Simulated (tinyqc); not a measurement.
A double barrier with mass mismatch, transfer matrices: one step of the calculation.

One electron of energy E comes from the left lead (band edge 0); no transverse momentum. Parabolic bands, masses in units of m0, C = hbar^2/(2 m0); psi and psi'/m are continuous at every interface. Barrier d1, well Lw, barrier d2; the right lead equals the left one.

Question. Product of the matrices. The matrix of the later layer stands to the left: M = M_n ... M_2 M_1; det M = 1.

M of layer 1:
```
           1           2
1  2.0193824  0.29590512
2  10.401663   2.0193824
```

M of layer 2:
```
             1             2
1  -0.85069718  -0.096735727
2    2.8563833   -0.85069718
```

M of layer 3:
```
           1           2
1  2.0193824  0.29590512
2  10.401663   2.0193824
```

Give: M.

Answer.

M:
```
        1       2
1  -6.413  -1.161
2  -34.56  -6.413
```

Range of the model: Masses are held fixed, although real bands cease to be parabolic a few tenths of an eV from their edges (inside a barrier too).

Numbers from tinyqc (`OMP_NUM_THREADS=1 python tinyqc.py 2560026 2560027 out.jsonl`; about 0.06 s on one thread of a shared Intel Xeon 2.30GHz).
